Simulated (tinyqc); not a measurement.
Speciation in dilute and buffered hydrofluoric acid, oxide etch rate and bath loading: one step, computed by the program tinyqc. Command: `OMP_NUM_THREADS=1 python tinyqc.py 3121212 3121213 out.jsonl hfetch walk`. One thread of a shared host (Intel(R) Xeon(R) Processor @ 2.30GHz), about 0.01 s of CPU time with the checks.

Concentrations stand for activities, NH4+ and Cl- are spectators, and water ionisation is neglected. H, F and HF2 denote the ions H+, F- and HF2-. The base temperature is 298 K.

Problem. One trial. Fluoride balance: [HF] + [F] + 2 [HF2] + 2 [H2F2] = HF added + NH4F added. Acid balance: [H] + [HF] + [HF2] + 2 [H2F2] = HF added + HCl added. For a trial [H], [HF] = [H][F]/K1, and the fluoride balance is a quadratic in [F]. Take pH = 3. The residual is the left side of the acid balance less the right.

Inputs (values chosen for the exercise, of the order of those for thermal oxide at room temperature):
```
quantity                 value   unit
HF added                  0.38  mol/L
NH4F added                   0  mol/L
HCl added                    0  mol/L
K1 = [H][F]/[HF]      0.000737  mol/L
K2 = [HF2]/([HF][F])      4.06  L/mol
K3 = [H2F2]/[HF]^2        2.47  L/mol
```

Give: [F]; [HF]; [HF2]; [H2F2]; residual.

Solution.

[F] = 0.09083 mol/L

[HF] = 0.1232 mol/L

[HF2] = 0.04545 mol/L

[H2F2] = 0.03752 mol/L

residual = -0.1353 mol/L

The residual is negative, so the pH lies below 3.
